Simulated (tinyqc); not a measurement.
A spin-degenerate level with charging energy between two leads, rate equations: two steps of the calculation.

States 0, up, down and 2 with energies 0, e1 - Ez/2, e1 + Ez/2 and 2 e1 + U. mu_L = +V/2, mu_R = -V/2 (meV), f(x) = 1/(1 + exp(x/kB T)). A transition that adds one electron of given spin at the energy E has the rate G f(E - mu) from each lead, and its reverse G [1 - f(E - mu)]. I counts electrons leaving the left lead, times q.

Values chosen for this exercise:
```
symbol,value,unit,meaning
GL,1.8,1/ns,tunnel rate to the left lead
GR,0.8,1/ns,tunnel rate to the right lead
dt,0.23,ns,time step
```

Task 1. Rate matrix. dp/dt = W p; W_ji is the rate from state i to j, and each column sums to zero.

```
transition          fL          fR
0-up        0.99996519  0.30930089
0-down      0.99996519  0.30930089
up-2        0.00035443  0.00000001
down-2      0.00035443  0.00000001
```

Wanted: W.

Result 1.

W (1/ns):
```
           0      up    down       2
0     -4.095   0.553   0.553   0.000
up     2.047  -0.553   0.000   2.599
down   2.047   0.000  -0.553   2.599
2      0.000   0.001   0.001  -5.199
```

Task 2. Time step. Explicit Euler step: p(new) = p + dt W p.

W (1/ns):
```
               0          up        down           2
0     -4.0947561   0.5526219   0.5526219   0.0000000
up     2.0473781  -0.5532599   0.0000000   2.5993620
down   2.0473781   0.0000000  -0.5532599   2.5993620
2      0.0000000   0.0006380   0.0006380  -5.1987240
```

p after step 1: 0 0.05820610, up 0.47089695, down 0.47089695, 2 0.00000000

Find: p after step 2.

Result 2.

p after step 2: 0 0.12309, up 0.43838, down 0.43838, 2 0.00014

Range of the model: Rate equations need hbar G well below kB T; cotunnelling and the Kondo effect are left out.

Numbers from tinyqc (`OMP_NUM_THREADS=1 python tinyqc.py 2780011 2780012 out.jsonl`; about 0.01 s on one thread of a shared Intel Xeon 2.30GHz).
